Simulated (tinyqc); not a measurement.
p-i-n junction, non-linear Poisson equation by Newton steps: one step of the calculation.

One dimension, p side on the left, n side on the right; net doping C = -Na for x < 0, 0 for 0 < x < Li and +Nd beyond. The potential psi is counted from the intrinsic level, and the quasi-Fermi potentials are flat: 0 for holes and -V for electrons, so n = ni exp((psi + V)/Vt) and p = ni exp(-psi/Vt) (Boltzmann statistics, full ionisation, no current).

Task. Newton step. Solve the tridiagonal system a_(i-1) d_(i-1) + b_i d_i + a_i d_(i+1) = -F_i for nodes 1 to 15, with d = 0 on fixed nodes. Half of the step is added while the largest |d| exceeds 1.5 Vt, the full step after that.

Parameters, values chosen for the exercise: temperature T = 250 K.

Constants: q = 1.602176634e-19 C, kB = 1.380649e-23 J/K, Vt = kB T/q. Results are converted to the units shown.

| interval | coupling a_i (F/cm^2) |
|---|---|
| 0 | 1.3281282e-6 |
| 1 | 1.4668878e-6 |
| 2 | 1.6380247e-6 |
| 3 | 1.8200275e-6 |
| 4 | 2.0432741e-6 |
| 5 | 2.2645503e-6 |
| 6 | 2.5200381e-6 |
| 7 | 2.8080424e-6 |
| 8 | 1.7152092e-6 |
| 9 | 1.0545224e-6 |
| 10 | 6.3819146e-7 |
| 11 | 3.9312594e-7 |
| 12 | 2.3912770e-7 |
| 13 | 1.4734855e-7 |
| 14 | 8.9346804e-8 |
| 15 | 5.4600825e-8 |

| node | diagonal b (F/cm^2) | residual F (C/cm^2) |
|---|---|---|
| 1 | -4.3378664e-6 | -1.1360135e-7 |
| 2 | -3.4669349e-6 | -1.2446051e-7 |
| 3 | -3.5554831e-6 | -1.1662230e-7 |
| 4 | -3.8928131e-6 | -1.0569268e-7 |
| 5 | -4.3178938e-6 | -9.5072527e-8 |
| 6 | -4.7883825e-6 | -8.5730844e-8 |
| 7 | -5.3296378e-6 | -7.7031147e-8 |
| 8 | -4.5242136e-6 | 2.0724554e-11 |
| 9 | -2.7702280e-6 | 1.0695995e-11 |
| 10 | -1.6928394e-6 | 2.7047191e-12 |
| 11 | -1.0313267e-6 | 2.0078386e-13 |
| 12 | -6.3225374e-7 | 2.1716930e-15 |
| 13 | -3.8647625e-7 | ~0 |
| 14 | -2.3669536e-7 | 1.4155231e-7 |
| 15 | -1.4394763e-7 | 2.3231561e-7 |

| node | psi at the start (V) |
|---|---|
| 0 | -1.0987378 |
| 1 | -1.0667321 |
| 2 | -1.0377540 |
| 3 | -1.0118035 |
| 4 | -0.9884480 |
| 5 | -0.9676443 |
| 6 | -0.9488734 |
| 7 | -0.9320055 |
| 8 | -0.9168677 |
| 9 | -0.8920849 |
| 10 | -0.8517751 |
| 11 | -0.7851687 |
| 12 | -0.6770414 |
| 13 | -0.4992801 |
| 14 | -0.2107964 |
| 15 | 0.2649637 |
| 16 | 1.0434803 |

Give: Newton step d, before damping; psi after iteration 1.

Result.

| node | Newton step d, before damping (V) |
|---|---|
| 1 | -0.124 |
| 2 | -0.290 |
| 3 | -0.426 |
| 4 | -0.508 |
| 5 | -0.536 |
| 6 | -0.521 |
| 7 | -0.475 |
| 8 | -0.407 |
| 9 | -0.295 |
| 10 | -0.113 |
| 11 | 0.187 |
| 12 | 0.674 |
| 13 | 1.476 |
| 14 | 2.777 |
| 15 | 3.337 |

| node | psi after iteration 1 (V) |
|---|---|
| 0 | -1.099 |
| 1 | -1.129 |
| 2 | -1.183 |
| 3 | -1.225 |
| 4 | -1.242 |
| 5 | -1.235 |
| 6 | -1.210 |
| 7 | -1.170 |
| 8 | -1.120 |
| 9 | -1.040 |
| 10 | -0.908 |
| 11 | -0.692 |
| 12 | -0.340 |
| 13 | 0.239 |
| 14 | 1.177 |
| 15 | 1.934 |
| 16 | 1.043 |

tinyqc, about 0.07 s, one thread, Intel Xeon 2.30GHz (shared host): `OMP_NUM_THREADS=1 python tinyqc.py 2000144 2000145 out.jsonl`

~0 in a residual or rate marks an entry under 1e-11 of the largest of its column.
